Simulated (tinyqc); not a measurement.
## Current crowding under a contact, resistor ladder against the transmission-line model: effect of the sheet resistance

A metal contact of length d and width W on a thin layer of the same width. The metal has no resistance, the sheet resistance under it equals Rsh, and current enters the layer at the front edge x = 0.

Transfer length Lt = sqrt(rc/Rsh); front resistance Rc = (Rsh Lt/W) coth(d/Lt); end resistance Re = (Rsh Lt/W)/sinh(d/Lt).

Parameters, values chosen for the exercise:
- rc = 2.3e-5 ohm cm^2 (specific contact resistivity)
- d = 3.1 um (contact length)
- W = 460 um (contact width)

Results:

| Rsh (ohm/sq) | Lt (um) | d/Lt | Rc W (ohm um) | Re W (ohm um) |
|---|---|---|---|---|
| 2.6 | 29.742 | 0.10423 | 744.62 | 740.59 |
| 6.4 | 18.957 | 0.16353 | 748.54 | 738.64 |
| 39 | 7.6795 | 0.40367 | 781.80 | 722.16 |
| 97 | 4.8694 | 0.63662 | 839.56 | 694.09 |
| 240 | 3.0957 | 1.0014 | 974.80 | 631.05 |
| 590 | 1.9744 | 1.5701 | 1270.3 | 506.59 |
| 1500 | 1.2383 | 2.5035 | 1882.4 | 305.92 |

Estimate the missing row, Rsh = 16 ohm/sq.

Computed row:

| Rsh (ohm/sq) | Lt (um) | d/Lt | Rc W (ohm um) | Re W (ohm um) |
|---|---|---|---|---|
| 16 | 11.990 | 0.25856 | 758.40 | 733.73 |

With this row back in the table: Rc W rises from 745 to 1880 ohm um while Re W falls from 741 to 306 ohm um; for Rsh going to zero both tend to rc/d = 742 ohm um. A larger Rsh shortens Lt and crowds the current to the front edge.

Numbers from tinyqc (`OMP_NUM_THREADS=1 python tinyqc.py 2760144 2760145 out.jsonl`; about 0.01 s on one thread of a shared Intel Xeon 2.30GHz).
